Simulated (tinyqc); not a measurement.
# Gated two-dimensional channel with two bands, quantum capacitance: effect of the gate voltage

phi is the Fermi level above the lowest band edge, in volts; Vg is counted from the gate voltage at which an empty channel would have phi = 0. The channel has no thickness; trap charge is -q Dit phi.

D1 = gv md m0 q/(pi hbar^2), D2 = g2 m2 m0 q/(pi hbar^2) per eV; n1 = D1 Vt ln(1 + exp(phi/Vt)), n2 = D2 Vt ln(1 + exp((phi - E2)/Vt)), n = n1 + n2; Cq = q dn/dphi = q [D1/(1 + exp(-phi/Vt)) + D2/(1 + exp((E2 - phi)/Vt))]. Cox = eps0 eox/tox; Vg = phi + q (n + Dit phi)/Cox. 1/C_G = 1/Cox + 1/(Cq + q Dit); dphi/dVg = Cox/(Cox + Cq + q Dit).

Inputs (values chosen for the exercise); lowest band close to that of monolayer MoS2: temperature T = 300 K; relative permittivity of the gate insulator (close to silicon dioxide) eox = 3.9; insulator thickness tox = 5.1 nm; in-plane mass md = 0.495 m0; valley degeneracy gv = 2; in-plane mass of a second band, chosen freely m2 = 1 m0; valley degeneracy of that band, chosen freely g2 = 4; second band edge above the first E2 = 0.24 eV; density of traps Dit = 3.6e12 cm^-2 eV^-1.

Constants: q = 1.602176634e-19 C, kB = 1.380649e-23 J/K, hbar = 1.054571817e-34 J s, m0 = 9.1093837015e-31 kg, Vt = kB T/q, eps0 = 8.8541878128e-14 F/cm where lengths are in cm. Results are converted to the units shown.

The same in every row: Cox (uF/cm^2) = 0.67708.

Result of one run:
```
Vg (V),phi (V),n (cm^-2),Cq (uF/cm^2),C_G (uF/cm^2),dphi/dVg,share of the second band (%)
0.36,-0.042976,1.8577e12,10.569,0.63831,0.057269,0.040990
```

What becomes of these results when the gate voltage Vg is changed from 0.36 to 0.13 V, all else the same?

Result of the changed run:
```
Vg (V),phi (V),n (cm^-2),Cq (uF/cm^2),C_G (uF/cm^2),dphi/dVg,share of the second band (%)
0.13,-0.059618,1.0160e12,6.0067,0.61394,0.093255,0.039375
```

The whole series:
```
Vg (V),phi (V),n (cm^-2),Cq (uF/cm^2),C_G (uF/cm^2),dphi/dVg,share of the second band (%)
-0.2,-0.12074,9.9722e10,0.61516,0.43180,0.36227,0.037711
-0.09,-0.090004,3.2403e11,1.9781,0.53524,0.20950,0.038109
0.02,-0.071768,6.4618e11,3.8862,0.58789,0.13173,0.038692
0.13,-0.059618,1.0160e12,6.0067,0.61394,0.093255,0.039375
0.24,-0.050647,1.4106e12,8.1905,0.62854,0.071692,0.040122
0.36,-0.042976,1.8577e12,10.569,0.63831,0.057269,0.040990
0.47,-0.037188,2.2773e12,12.713,0.64426,0.048479,0.041828
0.58,-0.032221,2.7033e12,14.805,0.64854,0.042163,0.042702
0.69,-0.027855,3.1340e12,16.837,0.65174,0.037427,0.043610
0.8,-0.023948,3.5682e12,18.805,0.65423,0.033755,0.044551
```

As Vg goes from -0.2 to 0.8, Cq rises from 0.615 to 18.8 uF/cm^2, C_G/Cox rises from 0.638 to 0.966 and n rises from 9.97e10 to 3.57e12 cm^-2. Cq is below Cox for Vg = -0.2; there the density of states limits the response dn/dVg more than the insulator does.

Computed by the program tinyqc: `OMP_NUM_THREADS=1 python tinyqc.py 2200001 2200002 out.jsonl`, one thread of a shared Intel Xeon 2.30GHz, about 0.01 s for the whole run.
